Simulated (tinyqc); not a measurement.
From threshold to a deep level: trap in a gate oxide as a short-range spherical well.

A spherical well of radius R and depth V0 below the conduction edge, one mass m, c = hbar^2/2m0. The s level at binding Et solves k cot(k R) = -kappa with k = sqrt(m (V0 - Et)/c), kappa = sqrt(m Et/c); it exists for V0 > Vc = c (pi/2R)^2/m. Outside, psi falls as exp(-kappa r)/r.

Constants: hbar^2/2m0 = 3.80998211 eV angstrom^2.

Values chosen for the exercise (out of a larger set: near those of Al2O3 on GaAs; not measured data):
- R = 2.9 angstrom (radius of the well)
- m = 0.291 m0 (mass)
- fV = (1.02, 1.15, 1.3, 1.7, 2.24, 3.32, 6.47) (V0/Vc)

Et against the depth at fixed R; near threshold Et = (pi^2/16)(V0 - Vc)^2/Vc.

Results:

| V0/Vc | V0 (eV) | Et (eV) | threshold form (eV) | 1/kappa (angstrom) | share outside |
|---|---|---|---|---|---|
| 1.02 | 3.918 | 0.0009341 | 0.0009478 | 118.4 | 0.976 |
| 1.15 | 4.417 | 0.04807 | 0.05331 | 16.5 | 0.841 |
| 1.30 | 4.994 | 0.1753 | 0.2133 | 8.6 | 0.722 |
| 1.70 | 6.530 | 0.7755 | 1.161 | 4.1 | 0.517 |
| 2.24 | 8.604 | 1.952 | 3.643 | 2.6 | 0.365 |
| 3.32 | 12.753 | 4.929 | 12.75 | 1.6 | 0.221 |
| 6.47 | 24.853 | 15.32 | 70.90 | 0.9 | 0.093 |

The threshold form holds to 10 % up to V0/Vc = 1.02 of those listed. There the state is mostly outside the well (98 % in the first row) and knows only Et, which is why a delta-well model works; more than half is inside from V0/Vc = 2.24 on. A second s level would need V0/Vc > 9. From V0/Vc = 6.47 on Et exceeds the gap of the host, about 6.5 eV, so those rows only show the model.

Run: tinyqc, `OMP_NUM_THREADS=1 python tinyqc.py 1250767 1250768 out.jsonl`; Intel(R) Xeon(R) Processor @ 2.30GHz, one thread, shared host; about 0.01 s of CPU time with all checks.
